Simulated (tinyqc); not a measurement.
Two-sublattice mean-field magnet: ferrimagnet, compensation points and susceptibility. Inputs raised by 5 %, one at a time. Computed by tinyqc, a small Python program. Command: `OMP_NUM_THREADS=1 python tinyqc.py 3027219 3027220 out.jsonl ferri sens`. One thread of a shared host (Intel(R) Xeon(R) Processor @ 2.30GHz), about 0.01 s of CPU time with the checks.

A random alloy A(1-x)B(x) with H = -sum over pairs J S_i.S_j. a = <S_A> and b = <S_B> are taken along z, a > 0. Exchange fields: h_A = (1 - x) zJ_AA a + x zJ_AB b, h_B = (1 - x) zJ_AB a + x zJ_BB b; a = S_A B_(S_A)(S_A h_A/(k_B T)) and likewise for b, with the Brillouin function B_S(y) = [(2S + 1)/(2S)] coth[(2S + 1) y/(2S)] - [1/(2S)] coth[y/(2S)].

Inputs (values chosen for the exercise, for a model ferrimagnet):

| quantity | value | unit |
|---|---|---|
| spin S_A | 2.5 | - |
| spin S_B | 2.5 | - |
| fraction x of B sites | 0.18 | - |
| z J_AA | 12.8 | meV |
| z J_BB | 1.9 | meV |
| z J_AB | -3.1 | meV |
| T over T_c | 0.46 | - |
| largest number of steps | 3000 | - |

Constants: k_B = 8.617333262e-05 eV/K.

Method. Linearised, T (a, b) = M (a, b) with M_ij = S_i (S_i + 1) c_j zJ_ij/(3 k_B), c_A = 1 - x, c_B = x. T_c is the larger eigenvalue, and its eigenvector gives b/a at onset, (T_c - M_AA)/M_AB. Repeat from a = S_A, b = -S_B until a and b change by less than 1e-10.

Runs:

| input moved | from | to | T_c (K) | a | b |
|---|---|---|---|---|---|
| base run | - | - | 359.9 | 2.283 | -1.139 |
| fraction x of B sites | 0.18 | 0.189 | 356.3 | 2.284 | -1.143 |
| z J_AA (meV) | 12.8 | 13.44 | 377.5 | 2.283 | -1.094 |
| z J_BB (meV) | 1.9 | 1.995 | 359.9 | 2.283 | -1.142 |
| z J_AB (meV) | -3.1 | -3.255 | 360.4 | 2.284 | -1.183 |
| T over T_c | 0.46 | 0.483 | 359.9 | 2.253 | -1.081 |

Exponents ln(y'/y) / ln(x'/x):

| input | T_c | a | b |
|---|---|---|---|
| fraction x of B sites | -0.209 | 0.004 | 0.057 |
| z J_AA | 0.975 | -0.005 | -0.842 |
| z J_BB | 0.000 | 0.000 | 0.055 |
| z J_AB | 0.027 | 0.005 | 0.771 |
| T over T_c | 0.000 | -0.270 | -1.079 |

To which inputs is each result most sensitive?

Among the inputs moved here: T_c answers most in size to z J_AA (exponent +0.975), next to fraction x of B sites (-0.209); its exponent is below 0.0005 for z J_BB, T over T_c. a answers most in size to T over T_c (exponent -0.270), next to z J_AA (-0.005); its exponent is below 0.0005 for z J_BB. b answers most in size to T over T_c (exponent -1.079), next to z J_AA (-0.842).

Extremes, crossings and ranges named in words are read from the listed rows.
